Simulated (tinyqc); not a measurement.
Free-carrier optics of a doped semiconductor (Drude model): one step. Plasma energy and damping. Two cases, with inputs chosen for the exercise.

Task: Evaluate Ep, tau, Gam, the plasma wavelength hc/Ep (hc = 1239.841984 eV nm) and the dc resistivity 1/(e N mu), e = 1.602176634e-19 C.

eps(E) = ei [1 - Ep^2/(E^2 + i E Gam)], with Ep^2 = 8 pi c (e^2/(4 pi eps0)) N/(m ei), c = hbar^2/2m0, N in 1/angstrom^3 (1e-24 per 1/cm^3); Gam = hbar/tau, tau = mu m m0/e with m0/e = 5.685630e-12 kg/C and mu in m^2/(V s). Energies in meV.

Constants: hbar^2/2m0 = 3.80998211 eV angstrom^2; e^2/(4 pi eps0) = 14.39964547 eV angstrom; hbar = 6.58211957e-16 eV s.

Case 1.

Values chosen (mass and dielectric values near those of Ge; N and mu are free inputs; interband absorption and the rise of the mass with filling are left out; shifted at random, so the results belong to these values and not to a real crystal):
- N = 1.4e+18 1/cm^3 (carrier density)
- m = 0.113 m0 (conductivity mass)
- mu = 2000 cm^2/(V s) (mobility)
- ei = 16.44 (high-frequency dielectric constant)

Case 2.

Values chosen (mass and dielectric values near those of Si; N and mu are free inputs; interband absorption and the rise of the mass with filling are left out; shifted at random, so the results belong to these values and not to a real crystal):
- N = 8.4e+18 1/cm^3 (carrier density)
- m = 0.247 m0 (conductivity mass)
- mu = 140 cm^2/(V s) (mobility)
- ei = 12.04 (high-frequency dielectric constant)

Give: Ep; tau; Gam; plasma wavelength; rho.

Result:

Case 1.

Ep = 32.24 meV
tau = 128.50 fs
Gam = 5.12 meV
plasma wavelength = 38.46 micrometre
rho = 0.00223 ohm cm

Ep/Gam = 6.29: the plasma edge is sharp.

Case 2.

Ep = 62.41 meV
tau = 19.66 fs
Gam = 33.48 meV
plasma wavelength = 19.87 micrometre
rho = 0.00531 ohm cm

Ep/Gam = 1.86: the edge is smeared by scattering.

Computed by tinyqc, one run a case: `OMP_NUM_THREADS=1 python tinyqc.py N N+1 out.jsonl` with N = 1680943, 1681159; one thread of a shared Intel(R) Xeon(R) Processor @ 2.30GHz, about 0.01 s a run at most.
